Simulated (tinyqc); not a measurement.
Hubbard chain of 3 sites, step by step. One step of it, computed by the program tinyqc.

Question. Mean-field iteration 3. H(up) = T + U n(down), H(down) = T + U n(up); fill the lowest levels; n(new) = n + mixing (n(out) - n); E = tr T (rho up + rho down) + U sum n_up n_down of the output.

one-body matrix (hopping and site energies) (eV), lower triangle:
```
           1          2         3
1   0.000000
2  -1.200000   0.000000
3   0.000000  -1.200000  0.000000
```

U = 7.100000 eV

electrons, up and down: 1  1

mixing = 1

n(up) after iteration 2: 1 0.365855, 2 0.268290, 3 0.365855

n(down) after iteration 2: 1 0.365855, 2 0.268290, 3 0.365855

Give: levels, up; levels, down; energy; n(up) after iteration 3; n(down) after iteration 3.

Answer.

levels, up (eV): 0.5192  2.5976  3.9833

levels, down (eV): 0.5192  2.5976  3.9833

energy = -0.2016 eV

n(up) after iteration 3: 1 0.2000, 2 0.6000, 3 0.2000

n(down) after iteration 3: 1 0.2000, 2 0.6000, 3 0.2000
